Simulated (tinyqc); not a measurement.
# Haynes-Shockley experiment: what a collector records, against the distance from injector to collector

A sheet injected at x = 0, t = 0 gives at x = L the signal n(t) = N0 exp(-t/tau - (L - v t)^2/(4 D t))/sqrt(4 pi D t), D = mu Vt, v = mu F. Its peak lies at tp = [-D + sqrt(D^2 + u^2 L^2)]/u^2, u^2 = v^2 + 4 D/tau; dt is the full width at half height. Simple readings: mobility L/(F tp), diffusion coefficient (L dt/tp)^2/(16 ln 2 tp). Area v times the integral of n over N0: (v/u) exp(L (v - u)/(2 D)).

Inputs (values chosen for the exercise): temperature T = 300 K; minority-carrier mobility mu = 1060 cm^2/(V s); sweep field along the drift F = 14 V/cm; lifetime tau = 1.8e-6 s.

Constants: q = 1.602176634e-19 C, kB = 1.380649e-23 J/K, Vt = kB T/q. Results are converted to the units shown.

Result of one run:
```
L (um)	L/v (us)	tp (us)	dt (us)	apparent mobility (cm^2/(V s))	apparent D (cm^2/s)	area	exp(-L/(v tau))
79	0.5323	0.3837	0.6258	1471	39.02	0.6705	0.7440
```

What becomes of these results when the distance from injector to collector L is changed from 79 to 2500 um, all else the same?

Result of the changed run:
```
L (um)	L/v (us)	tp (us)	dt (us)	apparent mobility (cm^2/(V s))	apparent D (cm^2/s)	area	exp(-L/(v tau))
2500	16.85	14.81	3.998	1205	27.71	1.349e-4	8.618e-5
```

The whole series:
```
L (um)	L/v (us)	tp (us)	dt (us)	apparent mobility (cm^2/(V s))	apparent D (cm^2/s)	area	exp(-L/(v tau))
79	0.5323	0.3837	0.6258	1471	39.02	0.6705	0.7440
130	0.8760	0.6840	0.8445	1358	33.97	0.5604	0.6147
210	1.415	1.159	1.107	1294	31.29	0.4230	0.4556
350	2.358	1.992	1.457	1255	29.67	0.2586	0.2697
570	3.841	3.304	1.882	1232	28.77	0.1193	0.1184
940	6.334	5.510	2.434	1219	28.22	0.03250	0.02963
1500	10.11	8.849	3.088	1211	27.91	0.004538	0.003641
2500	16.85	14.81	3.998	1205	27.71	1.349e-4	8.618e-5
```

True values: mu = 1060 cm^2/(V s), D = 27.4 cm^2/s. The apparent mobility is 39 % above the true one in the first row and 14 % above it in the last, and the apparent D 42 % above and 1.1 % above D. The peak always comes before L/v, since spreading and decay both weigh down the later part of the signal; the shift is 28 % and 12 % in these rows.

tinyqc, about 0.01 s, one thread, Intel Xeon 2.30GHz (shared host): `OMP_NUM_THREADS=1 python tinyqc.py 2310125 2310126 out.jsonl`
